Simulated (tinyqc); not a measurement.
Inside a calculation. Model: Haynes-Shockley experiment: drift, diffusion and decay of a minority-carrier pulse. Computed by tinyqc, a small Python program that keeps every step. Command: `OMP_NUM_THREADS=1 python tinyqc.py 3112691 3112692 out.jsonl haynes walk`. One thread of a shared host (Intel(R) Xeon(R) Processor @ 2.30GHz), about 0.01 s of CPU time with the checks. Intermediate numbers are printed to about 5 digits and carried at full precision; extremes and crossings named in words are read from the listed rows.

A thin sheet of excess carriers is made at x = 0, t = 0 in a long uniform bar; injection is low, so the pulse moves with the minority mobility.

Inputs (values chosen for the exercise, modelled on electrons in p-type germanium in a lightly doped bar):

| quantity | value | unit |
|---|---|---|
| minority mobility mu | 3900 | cm^2/(V s) |
| lifetime tau | 93 | microsecond |
| temperature T | 300 | K |
| field F | 3.2 | V/cm |
| distance d to the collector | 0.67 | cm |
| second distance d2 | 1.3 | cm |
| injected sheet density N0 | 1.5e+09 | 1/cm^2 |

Constants: k_B = 8.617333262e-05 eV/K.

## Transport coefficients

D = mu k_B T/e, v = mu F. Transit time d/v, diffusion length sqrt(D tau), drift length v tau, Peclet number v d/D = e F d/(k_B T).

D = 100.82 cm^2/s

drift velocity v = 12480 cm/s

transit time d/v = 53.686 microsecond

diffusion length = 968.32 micrometre

drift length v tau = 1.16064 cm

Peclet number = 82.934

The pulse must travel 0.577 drift lengths.

## The signal at the collector

dn(x, t) = N0/sqrt(4 pi D t) exp(-(x - v t)^2/(4 D t) - t/tau). At fixed x the signal peaks where d ln(dn)/dt = 0: a t^2 + t/2 - x^2/(4 D) = 0 with a = v^2/(4 D) + 1/tau. The full width at half maximum is found by solving dn(x, t) = peak/2 on both sides of the peak.

time of the peak t_p = 52.328 microsecond

peak density = 3.2739e+09 1/cm^3

width at half maximum = 19.083 microsecond

The peak comes 2.5 % before d/v, since spreading and recombination both weaken the later part of the pulse.

## Shape in time

Times are 0.7, 0.8, 0.9, 0.95, 1, 1.05, 1.1, 1.2 and 1.4 t_p.

Signal at d:

| t/t_p | t (microsecond) | dn (1/cm^3) | dn/peak |
|---|---|---|---|
| 0.70 | 36.629 | 2.1858e+08 | 0.06677 |
| 0.80 | 41.862 | 1.1434e+09 | 0.34924 |
| 0.90 | 47.095 | 2.5917e+09 | 0.79162 |
| 0.95 | 49.711 | 3.0977e+09 | 0.94617 |
| 1.00 | 52.328 | 3.2739e+09 | 1.00000 |
| 1.05 | 54.944 | 3.1141e+09 | 0.95119 |
| 1.10 | 57.560 | 2.7046e+09 | 0.82611 |
| 1.20 | 62.793 | 1.6254e+09 | 0.49648 |
| 1.40 | 73.259 | 2.9722e+08 | 0.09078 |

At 0.9 and 1.1 t_p the signal is 0.792 and 0.826 of its peak: the trailing side is the wider one.

## Simple reading of the pulse

With w the full width at half maximum: mu = d/(F t_p); D = (w d)^2/(16 ln2 t_p^3); Einstein ratio D/mu against k_B T/e.

apparent mobility = 4001.2 cm^2/(V s)

apparent D = 102.88 cm^2/s

apparent D/mu = 25.711 mV

error of mu = 2.5955 %

error of D = 2.0367 %

The true k_B T/e is 25.85 mV.

## Two distances

Differences remove part of the bias: mu = (d2 - d)/(F (t_p2 - t_p)). The time-integrated signal is A(x) = (N0/u) exp(x (v - u)/(2 D)), u = sqrt(v^2 + 4 D/tau); the simple lifetime is tau = (t_p2 - t_p)/ln(A(d)/A(d2)).

t_p2 = 102.12 microsecond

mobility from two distances = 3954.1 cm^2/(V s)

area ratio A(d)/A(d2) = 1.7144

lifetime from areas = 92.363 microsecond

Errors: mobility +1.39 % (one distance +2.60 %), lifetime -0.69 %.

## How the errors depend on the field

With w that width: mu = d/(F t_p); D = (w d)^2/(16 ln2 t_p^3). The field is scaled by the factors listed.

Errors of the simple reading:

| factor | F (V/cm) | v d/D | v^2 tau/(4 D) | error of mu (%) | error of D (%) |
|---|---|---|---|---|---|
| 0.5 | 1.60 | 41.47 | 9.0 | 7.8607 | 3.9585 |
| 0.7 | 2.24 | 58.05 | 17.6 | 4.5388 | 2.8827 |
| 1.0 | 3.20 | 82.93 | 35.9 | 2.5955 | 2.0367 |
| 1.5 | 4.80 | 124.40 | 80.8 | 1.4239 | 1.3631 |
| 2.5 | 8.00 | 207.33 | 224.5 | 0.7060 | 0.8186 |
| 4.0 | 12.80 | 331.73 | 574.7 | 0.3889 | 0.5114 |
| 7.0 | 22.40 | 580.54 | 1759.9 | 0.2008 | 0.2920 |

The error of mu falls from 7.86 to 0.201 %. For large v d/D it is about D/(v d) + 2 D/(v^2 tau), here 0.201 % in the last row: one part from spreading, one from recombination.

Checks made by the program: area of the signal against its closed form (relative difference below 1e-10).
